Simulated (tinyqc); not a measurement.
Koster-Slater impurity in a tight-binding band, by Green functions and by supercells: one step, computed by the program tinyqc.

One orbital per site, e(k) = -2 t sum cos(k_i) over 3 direction(s), band from -6 t to 6 t, lattice constant 1. One site has the extra energy U. Spin is left out.

Question. The host Green function outside the band. Outside the band G0(E) = (1/pi) int_0^pi dk (2/(pi z)) K(16 t^2/z^2), z = E + 2 t cos k, K the complete elliptic integral with parameter m; 200 Gauss-Legendre points. A bound state solves 1/U = G0(E). Energies: 0.05, 0.2, 0.5, 1, 2, 4 and 8 t beyond the band edge on the side of U, rounded to four digits.

Inputs (values chosen for the exercise, for a model band): hopping t = 0.94 eV; impurity potential U = -7.94 eV.

Lattice: simple cubic.

Give: Scan on the side of U.

Answer.

Scan on the side of U:
```
E (eV)   G0 (1/eV)  1/U - G0 (1/eV)
-5.687    -0.24941          0.12346
-5.828    -0.22937          0.10343
-6.110    -0.20625          0.08030
-6.580    -0.18141          0.05546
-7.520    -0.14993          0.02398
-9.400    -0.11399         -0.01196
-13.160   -0.07851         -0.04743
```

G0 stays finite at the band edge, 0.252731/t in size, so binding needs |U| > 3.957 t.
